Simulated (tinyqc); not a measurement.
Order of the levels against the shift of xy: tight-binding t2g bands of a cubic perovskite.

Orbitals yz, zx, xy (X, Y, Z below) times spin. E_xy = Dt + 2t (2 - cos x - cos y) + 2 td (1 - cos z) + 4 t2 (1 - cos x cos y) with x = kx a and so on; yz and zx follow by cyclic change, without Dt. Spin-orbit term -(Dso/3) L.sigma + Dso/3 with (L_k)_ij = -i epsilon_kij in X, Y, Z: for Dt = 0 the quartet lies at 0 and the doublet at Dso.

Constants: hbar^2/2m0 = 3.80998211 eV angstrom^2.

Values chosen for the exercise (of the size met in SrTiO3 and KTaO3; the results hold for these values, not for the real material):
- a = 3.995 angstrom (lattice constant)
- t = 0.468 eV (strong hopping)
- td = 0.024 eV (weak hopping)
- t2 = 0 eV (diagonal hopping in the plane of the orbital)
- Dso = 0.354 eV (spin-orbit splitting at Gamma)

Levels at Gamma, the xy weight of the lowest pair and its mass along [100] from m/m0 = c q^2/(E(q) - E(0)), q = 0.001 (2 pi/a).

At Gamma:
```
Dt (eV),pair 1 (eV),pair 2 (eV),pair 3 (eV),xy weight of pair 1,mass (m0)
-0.30,-0.2404,0.0000,0.2944,0.891,0.538
-0.15,-0.1120,0.0000,0.3160,0.813,0.560
-0.08,-0.0570,0.0000,0.3310,0.755,0.577
-0.03,-0.0205,0.0000,0.3445,0.703,0.594
-0.01,-0.0067,0.0000,0.3507,0.679,0.602
0.01,0.0000,0.0066,0.3574,0.000,0.971
0.03,0.0000,0.0194,0.3646,0.000,0.971
0.08,0.0000,0.0490,0.3850,0.000,0.970
0.15,0.0000,0.0844,0.4196,0.000,0.970
```

For Dt > 0 the lowest pair is the pure yz, zx combination at 0, with mass 0.970 at Dt = 0.15 eV. For Dt < 0 it gains xy weight, 0.68 at -0.01 and 0.89 at -0.3 eV, and its mass tends to the light value 0.510; the scale of the change is Dso = 0.354 eV.

Computed by tinyqc, a small Python program: `OMP_NUM_THREADS=1 python tinyqc.py 1481971 1481972 out.jsonl` (the numbers bound the seed that draws the inputs); one thread of a shared host (Intel(R) Xeon(R) Processor @ 2.30GHz), about 0.01 s for the whole set of steps.
